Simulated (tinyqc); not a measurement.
Debye-Callaway model of lattice thermal conductivity: one step, computed by the program tinyqc. Command: `OMP_NUM_THREADS=1 python tinyqc.py 3005078 3005079 out.jsonl callaway walk`. One thread of a shared host (Intel(R) Xeon(R) Processor @ 2.30GHz), about 0.01 s of CPU time with the checks.

Three acoustic branches with one velocity v, cut at omega_D = k_B Theta/hbar; x = hbar omega/(k_B T). v and Theta are separate inputs: Theta cuts off the heat-carrying modes, so C need not reach 3 k_B/V. gamma is an effective value that sets the umklapp rate.

Task: Mass-fluctuation parameter. For a random alloy on all sites Gamma = f (1 - f) (Delta M/M)^2, with M the mean mass; strain-field scattering is left out. A = V Gamma/(4 pi v^3).

Inputs (values chosen for the exercise, modelled on gallium arsenide):

| quantity | value | unit |
|---|---|---|
| sound velocity v | 3640 | m/s |
| volume per atom V | 22.6 | angstrom^3 |
| mean atomic mass M | 72.3 | u |
| alloy fraction f | 0.23 | - |
| mass difference Delta M | 16.7 | u |

Sample: crystal. Point defects: alloy. Normal processes: left out.

Give: Gamma; Rayleigh coefficient A.

Result:

Gamma = 0.0094488

Rayleigh coefficient A = 3.5235e-43 s^3
